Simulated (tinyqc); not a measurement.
# Minority carriers and saturation current of a heavily doped emitter: two studies

n-type, parabolic bands, full ionisation. eta = (EF - Ec)/kB T solves N = Nc F12(eta), F12(x) = (2/sqrt(pi)) int_0^infinity sqrt(u)/(1 + exp(u - x)) du. The gap shrinks rigidly by dEg = a3 y^(1/3) + a4 y^(1/4) + a2 y^(1/2), y = N/1e18 cm^-3, an empirical law that is here taken as the true narrowing.

Values chosen for this exercise; band and dielectric values close to those of silicon: temperature T = 300 K; band gap Eg = 1.12 eV; conduction-band density of states at 300 K Nc = 2.76e19 cm^-3; valence-band density of states at 300 K Nv = 2.63e19 cm^-3; ionised donor density N = 1.1e19 cm^-3; coefficient of (N/1e18)^(1/3) a3 = 15.9 meV; coefficient of (N/1e18)^(1/4) a4 = 6 meV; coefficient of (N/1e18)^(1/2) a2 = 1.4 meV; minority-hole mobility mup = 140 cm^2/(V s); Auger coefficient Cn = 1.7e-31 cm^6/s; defect lifetime ts = 0.33 us; emitter width W = 1100 nm.

Constants: q = 1.602176634e-19 C, kB = 1.380649e-23 J/K, Vt = kB T/q. Results are converted to the units shown.

Each table varies one quantity; the others keep the values above.

## Approximations to the Fermi level

With u = N/Nc: Boltzmann ln u; Joyce-Dixon ln u + 0.353553 u - 4.95009e-3 u^2 + 1.48386e-4 u^3 - 4.42563e-6 u^4; degenerate limit (3 sqrt(pi) u/4)^(2/3). The Einstein ratio is D/(mu Vt) = F12/Fm, Fm(x) = dF12/dx = (1/sqrt(pi)) int_0^infinity u^(-1/2)/(1 + exp(u - x)) du.

Result of one run:
```
N (cm^-3)   N/Nc    eta  Boltzmann  Joyce-Dixon  degenerate  D/(mu Vt)
7.4e19     2.681  1.901     0.9862        1.901       2.333      1.884
```

What becomes of these results when the ionised donor density N is changed from 7.4e19 to 7.8e20 cm^-3, all else the same?

Result of the changed run:
```
N (cm^-3)   N/Nc    eta  Boltzmann  Joyce-Dixon  degenerate  D/(mu Vt)
7.8e20     28.26  11.14      3.341        9.906       11.22      7.529
```

The whole series:
```
N (cm^-3)     N/Nc      eta  Boltzmann  Joyce-Dixon  degenerate  D/(mu Vt)
1.4e18     0.05072   -2.963     -2.981       -2.963      0.1657      1.018
3.2e18      0.1159   -2.114     -2.155       -2.114      0.2875      1.041
7e18        0.2536   -1.283     -1.372       -1.283      0.4844      1.089
1.5e19      0.5435  -0.4191    -0.6098      -0.4191      0.8052      1.189
3.4e19       1.232   0.6368     0.2085       0.6368       1.389      1.421
7.4e19       2.681    1.901     0.9862        1.901       2.333      1.884
1.6e20       5.797    3.665      1.757        3.664       3.901      2.787
3.6e20       13.04    6.571      2.568        6.539       6.699      4.559
7.8e20       28.26    11.14      3.341        9.906       11.22      7.529
```

Boltzmann is within 0.1 of eta up to N/Nc = 0.25, Joyce-Dixon within 0.01 up to 5.8, and the degenerate limit is off by 0.074 in the last row. The Einstein ratio rises from 1.02 to 7.53: degenerate carriers diffuse faster for the same mobility.

## Effect of the contact

ni = sqrt(Nc Nv) exp(-Eg/(2 Vt)), Eg in volts; degeneracy factor g = F12(eta) exp(-eta); nie^2 = ni^2 exp(dEg/kB T) g, p0 = nie^2/N; apparent narrowing dEg + kB T ln g. 1/tau = Cn N^2 + 1/ts, D = mup Vt, L = sqrt(D tau); J0 = (q p0 D/L)(s + tanh(W/L))/(1 + s tanh(W/L)), s = S L/D; the share recombining inside is 1 - 1/[cosh(W/L)(1 + tanh(W/L)/s)].

Results:
```
S (cm/s)  J0 (fA/cm^2)  share inside (%)
80              26.263            97.052
340             28.660            88.605
6200            74.397            31.692
26000           162.58            12.348
1.1e5           266.58            5.9817
4.8e5           319.87            4.3236
2.1e6           335.59            3.9351
8.8e6           339.37            3.8470
```

Estimate the missing row, S = 1500 cm/s.

Computed row:
```
S (cm/s)  J0 (fA/cm^2)  share inside (%)
1500            38.920            64.199
```

With this row back in the table: J0 rises from 26.3 to 339 fA/cm^2, between the limits q p0 (D/L) tanh(W/L) = 25.5 and q p0 (D/L) coth(W/L) = 341; W/L = 0.28, so passivating the contact can gain at most a factor of 13.3.

Range of the model: Band tails, non-parabolic bands and incomplete ionisation are left out.

Program tinyqc, `OMP_NUM_THREADS=1 python tinyqc.py 2330015 2330016 out.jsonl`; Intel Xeon 2.30GHz, shared host, one thread, about 0.01 s.
